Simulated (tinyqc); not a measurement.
Resistance of a source-drain extension with a graded tip: one step of the calculation.

y runs along the channel, the gate covers y > 0. The doping is N0 for y < y0 and N0 10^(-(y - y0)/la) beyond, uniform over the depth xj. Sheet conductance s(y) = q mu(N) max(N - Nch, 0) xj + (for y > 0) ma Cox Vo, with mu(N) = u0 + (u1 - u0)/(1 + (N/Nr)^au) and Cox = eps0 eox/tox. Current is taken as one-dimensional; depletion of the tip, spreading and the contact are left out. The metallurgical junction lies at yj, where N = Nch.

Task. Sheet resistances and junction position. yj = y0 + la log10(N0/Nch); sheet resistance of the full extension 1/[q mu(N0)(N0 - Nch) xj] and of the gate-induced layer 1/(ma Cox Vo); metallurgical length Lg - 2 yj; ye is where the doped and the gate-induced conductances are equal.

Inputs (values chosen for the exercise); mobility law close to that of holes in silicon: relative permittivity of the gate insulator (close to hafnium oxide) eox = 22.2; insulator thickness tox = 9.6 nm; active doping of the extension far from the gate N0 = 1.8e20 cm^-3; lateral abruptness la = 4.3 nm/decade; position under the gate where the fall begins (gate edge at 0) y0 = -0.2 nm; depth of the extension xj = 15 nm; channel doping Nch = 7.1e17 cm^-3; gate overdrive Vo = 0.73 V; mobility of the gate-induced layer ma = 52 cm^2/(V s); mobility at low doping u1 = 470.5 cm^2/(V s); mobility at high doping u0 = 44.9 cm^2/(V s); reference doping Nr = 2.23e17 cm^-3; exponent au = 0.719; gate length Lg = 45 nm.

Constants: q = 1.602176634e-19 C, eps0 = 8.8541878128e-14 F/cm where lengths are in cm. Results are converted to the units shown.

Give: yj; sheet resistance of the extension; sheet resistance of the induced layer; metallurgical length; ye; N at ye.

Result.

yj = 10.14 nm
sheet resistance of the extension = 480.2 ohm/square
sheet resistance of the induced layer = 1.287e4 ohm/square
metallurgical length = 24.73 nm
ye = 6.776 nm
N at ye = 4.294e18 cm^-3

The gate takes over 3.36 nm before the junction, where N is still 6.05 times the channel doping.

Numbers from tinyqc (`OMP_NUM_THREADS=1 python tinyqc.py 2282051 2282052 out.jsonl`; about 0.03 s on one thread of a shared Intel Xeon 2.30GHz).
